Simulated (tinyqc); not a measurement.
## Doping and barrier from two capacitances

Inverse problem. A Schottky diode on a uniformly doped n-type layer obeys (A/C)^2 = 2 (Vbi - V - Vt)/(q eps0 eps_r Nd) in reverse bias, with phiB = Vbi + Vt ln(Nc/Nd) and image force ignored. Find Nd, Vbi and phiB.

Inputs (values chosen for the exercise); band and dielectric values close to those of gallium phosphide: temperature T = 450 K; relative permittivity eps_r = 11.2; conduction-band density of states at T Nc = 3.23e19 cm^-3; diode area A = 0.003 cm^2.

Constants: q = 1.602176634e-19 C, kB = 1.380649e-23 J/K, Vt = kB T/q, eps0 = 8.8541878128e-14 F/cm where lengths are in cm. Results are converted to the units shown.

C at V = -0.4 and -6.2 V (pF): [71.684825, 27.672703]

Solution. The slope of (A/C)^2 against -V gives Nd, the intercept Vbi - Vt, and the Fermi-level depth Vt ln(Nc/Nd) is added for the barrier.

Nd = 7.300e15 cm^-3
Vbi = 0.6545 V
phiB = 0.9800 eV

Program tinyqc, `OMP_NUM_THREADS=1 python tinyqc.py 2020053 2020054 out.jsonl`; Intel Xeon 2.30GHz, shared host, one thread, about 0.04 s.
